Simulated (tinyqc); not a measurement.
Matthiessen's rule against the full average: mobility of a non-polar semiconductor in the relaxation-time approximation. Computed by tinyqc, a small Python program. Command: `OMP_NUM_THREADS=1 python tinyqc.py 3015433 3015434 out.jsonl rta walk`. One thread of a shared host (Intel(R) Xeon(R) Processor @ 2.30GHz), about 0.01 s of CPU time with the checks.

Each valley is treated as a sphere of mass m_d for states and rates, with one isotropic relaxation time; the conductivity mass m_c sets the current.

Inputs (values chosen for the exercise, for a model non-polar semiconductor):
```
quantity                                          value       unit
longitudinal mass m_l                              0.62        m_0
transverse mass m_t                               0.087        m_0
equivalent valleys Z                                  4          -
static permittivity eps_s                          6.97          -
density rho                                        5740     kg/m^3
sound velocity v_l                                 9970        m/s
acoustic deformation potential D_A                  5.8         eV
phonon energy hbar w                                 74        meV
optical or intervalley deformation potential D_o    3.6  1e8 eV/cm
final valleys Z_f                                     3          -
carrier density n                                 5e+17     1/cm^3
compensation ratio C                                  0          -
temperature T                                       300          K
```

Band: parabolic. Impurity formula: Conwell-Weisskopf. Further scattering: none.

Constants: k_B = 8.617333262e-05 eV/K; m_0 = 9.1093837015e-31 kg; e = 1.602176634e-19 C; hbar = 1.054571817e-34 J s; eps_0 = 8.8541878128e-12 F/m; k_B = 1.380649e-23 J/K; hbar = 6.582119569e-16 eV s.

Method:
- m_d = (m_l m_t^2)^(1/3); 1/m_c = (1/m_l + 2/m_t)/3; Hall mass factor A = 3 K_m (K_m + 2)/(2 K_m + 1)^2, K_m = m_l/m_t; N_I = n (1 + C)/(1 - C).
- Parabolic band: E = hbar^2 k^2/(2 m), speed v = hbar k/m, states per spin, volume and energy g(E) = m k/(2 pi^2 hbar^2). Here m = m_d. Masses are multiplied by m_0 and all formulas are in SI units.
- The reduced Fermi level eta = E_F/(k_B T) solves n = 2 Z int g f dE with f = 1/(1 + exp(x - eta)) (Z = 1 unless valleys are given); screening length L_s = sqrt(eps_s eps_0 k_B T/(e^2 dn/deta)), dn/deta = 2 Z int g f (1 - f) dE.
- Integrals over x = E/(k_B T) use 160 Gauss-Legendre points in u = sqrt(x) from 0 to sqrt(max(eta, 0) + 32).
- Phonon occupation N_q = 1/(exp(hbar w/(k_B T)) - 1).
- Acoustic deformation potential (elastic, equipartition, absorption and emission together): 1/tau = 2 pi k_B T D_A^2 g(E)/(hbar rho v_l^2).
- Optical or intervalley deformation potential: 1/tau = (pi Z_f D_o^2/(rho w)) [N_q g(E + hbar w) + (N_q + 1) g(E - hbar w)], with g = 0 below the band edge.
- Each optical term is multiplied by (1 - f(E'))/(1 - f(E)), E' the final energy, for Pauli blocking.
- Singly charged impurities, momentum relaxation: 1/tau = N_I e^4 m (1 + 2 alpha E) Phi/(8 pi (eps_s eps_0)^2 hbar^3 k^3), with alpha = 0 for a parabolic band.
- Conwell-Weisskopf: Phi = ln(1 + y^2), y = 4 pi eps_s eps_0 E N_I^(-1/3)/e^2 (largest impact parameter N_I^(-1/3)/2).
- mu = (m_d/m_c) (2 Z e/(3 n k_B T)) int g v^2 tau f (1 - f) dE.
- Averages over x are split at the emission threshold x_0 = hbar w/(k_B T): 64 Gauss-Legendre points in sqrt(x) below it and 128 in sqrt(x - x_0) above it, up to x = max(eta, 0) + 32.
- Rates are added at each energy before the average. With <y> = int g v^2 y f (1 - f) dE: Hall factor r_H = A (3 n k_B T/(2 Z m_d)) <tau^2/(1 + 2 alpha E)>/<tau>^2 (alpha = 0 for a parabolic band); Hall mobility r_H mu; |S| = (k_B/e) (<x tau>/<tau> - eta); resistivity 1/(n e mu).
- Matthiessen's rule adds 1/mu of the separate processes.

acoustic mobility = 122763 cm^2/(V s)

optical mobility = 689143 cm^2/(V s)

ionised impurity mobility = 1846.97 cm^2/(V s)

drift mobility mu = 1761.34 cm^2/(V s)

Separate mobilities:
```
process           mu (cm^2/(V s))  share of the sum of 1/mu (%)
acoustic               1.2276e+05                    1.4783e+00
optical                6.8914e+05                    2.6334e-01
ionised impurity       1.8470e+03                    9.8258e+01
```

mobility by Matthiessen's rule = 1814.8 cm^2/(V s)

excess of Matthiessen's rule over the full mu = 3.0355 %

What follows from these numbers?

The rule gives 1815 against the full 1761, 3.0 % too high; it can only overestimate, since each separate average is carried by the energies where that process is weak. One process, ionised impurity, holds 98 % of the resistance, so the error is small.

Extremes, crossings and ranges named in words are read from the listed rows.
